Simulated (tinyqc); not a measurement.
Nudged elastic band on a two-dimensional model surface: one step, computed by the program tinyqc.

V(x, y) = -A (cos kx + cos ky) - B cos kx cos ky + (C sin ky + S sin kx)(1 - cos kx), k = 2 pi/a; the atom hops from the minimum at (0, 0) to that at (a, 0).

Task: Iteration 2. Tangent at image i: towards the higher neighbour if the energies rise or fall through i; at a maximum or minimum, tau = t+ dmax + t- dmin if V(i+1) > V(i-1), else t+ dmin + t- dmax, with t+ = R(i+1) - R(i), t- = R(i) - R(i-1) and dmax, dmin the larger and smaller of |V(i+1) - V(i)| and |V(i-1) - V(i)|; then normalise. Force F = -grad V + (grad V.tau) tau + k_s (|t+| - |t-|) tau. With a climbing image, the highest image feels instead F = -grad V + 2 (grad V.tau) tau and no spring. Update R(new) = R + eta F; the end points stay fixed.

Inputs (values chosen for the exercise, for a model surface): amplitude A = 0.38 eV; amplitude B = 0.13 eV; skew C = 0.083 eV; asymmetry S = 0.054 eV; period a = 3 angstrom; spring constant k_s = 0.5 eV/angstrom^2; step factor eta = 0.21 angstrom^2/eV.

Surface: adatom on a square lattice. Climbing image: on.

images after iteration 1 (angstrom), rows image 1, image 2, image 3, image 4, image 5, image 6, columns x, y:
```
[[0.428571, -0.013745],
 [0.857143, -0.044629],
 [1.346832, -0.069395],
 [1.714286, -0.069395],
 [2.142857, -0.044629],
 [2.571429, -0.013745]]
```

positions (angstrom), rows start, end, saddle, columns x, y:
```
[[0.000000, 0.000000],
 [3.000000, 0.000000],
 [1.390457, -0.274019]]
```

Give: unit tangents; forces; images after iteration 2.

Result:

unit tangents, rows image 1, image 2, image 3, image 4, image 5, image 6, columns x, y:
```
[[0.997, -0.072],
 [0.999, -0.051],
 [1.000, -0.015],
 [1.000, 0.000],
 [0.998, 0.058],
 [0.997, 0.072]]
```

forces (eV/angstrom), rows image 1, image 2, image 3, image 4, image 5, image 6, columns x, y:
```
[[-0.0070, -0.1039],
 [0.0203, -0.1997],
 [0.1223, -0.2611],
 [0.0309, -0.2472],
 [0.0116, -0.1971],
 [0.0061, -0.0902]]
```

images after iteration 2 (angstrom), rows image 1, image 2, image 3, image 4, image 5, image 6, columns x, y:
```
[[0.427, -0.036],
 [0.861, -0.087],
 [1.373, -0.124],
 [1.721, -0.121],
 [2.145, -0.086],
 [2.573, -0.033]]
```
